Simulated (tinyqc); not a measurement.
## Carrier density from the ballistic resistance

Question. A wide ballistic two-dimensional channel with gv valleys has G/W = (2 q^2/h) gv kF/pi and n = gv kF^2/(2 pi). Find kF, n and the Fermi energy C kF^2/m, C = hbar^2/(2 m0).

Inputs (values chosen for the exercise):

| symbol | value | unit | meaning |
|---|---|---|---|
| m | 0.023 | m0 | mass |
| gv | 1 |  | valleys |

Constants: q = 1.602176634e-19 C, hbar = 1.054571817e-34 J s, h = 6.62607015e-34 J s, m0 = 9.1093837015e-31 kg, hbar^2/(2 m0) = 0.0380998212 eV nm^2. Results are converted to the units shown.

R W = 226.68080 ohm um

Solution. kF = pi h/(2 q^2 gv R W).

kF = 0.179 1/nm
n = 5.09e11 cm^-2
Ef = 0.0530 eV

tinyqc, about 0.07 s, one thread, Intel Xeon 2.30GHz (shared host): `OMP_NUM_THREADS=1 python tinyqc.py 2740113 2740114 out.jsonl`
